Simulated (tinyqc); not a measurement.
Inside a calculation. Model: Cahn-Hilliard equation on a periodic one-dimensional grid. Computed by tinyqc, a small Python program that keeps every step. Command: `OMP_NUM_THREADS=1 python tinyqc.py 3025857 3025858 out.jsonl cahn walk`. One thread of a shared host (Intel(R) Xeon(R) Processor @ 2.30GHz), about 0.3 s of CPU time with the checks. Intermediate numbers are printed to about 6 digits and carried at full precision; extremes and crossings named in words are read from the listed rows.

Free energy F = h sum_j [A (c_j^2 - 1)^2/4 + (kappa/2) ((c_(j+1) - c_j)/h)^2]; dc/dt = Lap(mu), mu = A (c^3 - c) - kappa Lap(c), Lap(y)_j = (y_(j+1) - 2 y_j + y_(j-1))/h^2, mobility 1; the grid has n = 16 points.

Inputs (values chosen for the exercise, in reduced units):
```
quantity,value,unit
spacing h,1,-
well depth A,1.3,-
gradient coefficient kappa,1.5,-
mean composition c0,-0.34,-
noise amplitude,0.02,-
time step dt,0.11,-
end time,150,-
```

Scheme: explicit Euler.

## Linear stability

f'' = A (3 c0^2 - 1). Mode m has lambda_m = (4/h^2) sin^2(pi m/n) and the rate w_m = -lambda_m (f'' + kappa lambda_m). In the continuum the fastest wavelength is 2 pi sqrt(2 kappa/|f''|) with the rate f''^2/(4 kappa). Explicit steps near c = +-1, where f'' = 2A, are stable for dt < 2/(16 kappa/h^4 + 8 A/h^2).

f'' = -0.84916

Modes of the grid:
```
m,lambda_m,w_m
1,0.15224,0.0945
2,0.58579,-0.0173
3,1.23463,-1.2381
4,2.00000,-4.3017
5,2.76537,-9.1226
6,3.41421,-14.5861
7,3.84776,-18.9405
8,4.00000,-20.6034
```

fastest wavelength = 11.8099

largest rate = 0.120179

explicit limit of dt = 0.0581395

1 mode(s) grow; the fastest on the grid is m = 1, while the box holds 1.35 fastest wavelengths. dt is 1.89 of the explicit limit.

## The first step

random numbers: [0.187, 0.360, -0.250, -0.816, -0.460, -0.353, -0.024, 0.234, -0.108, 0.204, 0.770, -0.901, -0.973, -0.279, -0.208, 0.111]

Start: c_j = c0 + amplitude x (z_j - mean of z). c(new) = c + dt Lap(mu).

c at the start: [-0.333128, -0.329668, -0.341867, -0.353187, -0.346067, -0.343927, -0.337348, -0.332188, -0.339027, -0.332788, -0.321468, -0.354888, -0.356328, -0.342448, -0.341027, -0.334647]

mu at the start: [0.382097, 0.405481, 0.391166, 0.374210, 0.403478, 0.387559, 0.390773, 0.402190, 0.370458, 0.377092, 0.441831, 0.355278, 0.381430, 0.411665, 0.384336, 0.393612]

c after one step: [-0.329289, -0.333814, -0.342158, -0.348103, -0.351038, -0.341823, -0.336445, -0.336934, -0.334807, -0.326396, -0.338110, -0.342490, -0.355878, -0.348780, -0.337001, -0.336935]

F at the start = 4.06816

F after one step = 4.06753

## The run

Run to the end time; break off if |c| exceeds 3 or F has risen by more than 1e-9 in more than 30 steps. Domains = stretches with c > c0.

Course:
```
step,t,F,min c,max c,domains
0,0.00,4,-0.3563,-0.3215,2
27,2.97,8,-0.6518,-0.0280,8
33,3.63,100044,-13.6496,13.0845,8
```

c at the end: [-9.6123, 8.7705, -9.8625, 9.7827, -11.1396, 11.0498, -12.1130, 11.7670, -12.8329, 12.6134, -13.6496, 13.0845, -13.2149, 11.6270, -11.1465, 9.4364]

F at the end = 100044

steps in which F rose = 30

F rose in 30 steps, which the true dynamics forbid. dt is 1.89 times the explicit limit, so the shortest wave, which alternates from point to point, is amplified.

Reruns converge with time step dt = 0.028; or with scheme = semi-implicit Fourier.

Checks made by the program: conservation of the mean (relative difference below 1e-10).
